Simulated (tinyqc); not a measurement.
# Hall measurement with a parallel conducting layer

Two layers in parallel, unit Hall factors, low field: 1/Rs = q (ns mu + n2 m2); apparent mobility (ns mu^2 + sg n2 m2^2)/(ns mu + n2 m2); apparent density (ns mu + n2 m2)^2/(ns mu^2 + sg n2 m2^2); a negative value means the sign of the second layer.

Inputs (values chosen for the exercise):

| symbol | value | unit | meaning |
|---|---|---|---|
| ns | 1.2e12 | cm^-2 | sheet density of the layer |
| mu | 1900 | cm^2/(V s) | drift mobility |
| m2 | 22 | cm^2/(V s) | mobility of the parallel layer |
| sg | 1 |  | sign of its carriers relative to the first layer |

Constants: q = 1.602176634e-19 C. Results are converted to the units shown.

Result of one run:
```
n2 (cm^-2),Rs (ohm/square),apparent density (cm^-2),apparent mobility (cm^2/(V s)),share of the conductance in layer 2 (%)
9e13,1465,4.147e12,1027,46.48
```

What becomes of these results when the sheet density of a parallel layer n2 is changed from 9e13 to 2e13 cm^-2, all else the same?

Result of the changed run:
```
n2 (cm^-2),Rs (ohm/square),apparent density (cm^-2),apparent mobility (cm^2/(V s)),share of the conductance in layer 2 (%)
2e13,2295,1.704e12,1596,16.18
```

The whole series:
```
n2 (cm^-2),Rs (ohm/square),apparent density (cm^-2),apparent mobility (cm^2/(V s)),share of the conductance in layer 2 (%)
4e9,2737,1.200e12,1900,0.003860
2e10,2737,1.200e12,1900,0.01929
7e10,2736,1.202e12,1899,0.06750
3e11,2730,1.207e12,1895,0.2886
1e12,2711,1.223e12,1882,0.9557
5e12,2612,1.318e12,1814,4.603
2e13,2295,1.704e12,1596,16.18
9e13,1465,4.147e12,1027,46.48
4e14,563.3,2.713e13,408.4,79.42
```

The apparent mobility falls from 1900 to 408 cm^2/(V s), between mu = 1900 and sg m2 = 22. The apparent density never exceeds ns + n2; among the rows it falls to 0.0455 of that sum, at n2 = 9e13.

Numbers from tinyqc (`OMP_NUM_THREADS=1 python tinyqc.py 2850151 2850152 out.jsonl`; about 0.01 s on one thread of a shared Intel Xeon 2.30GHz).
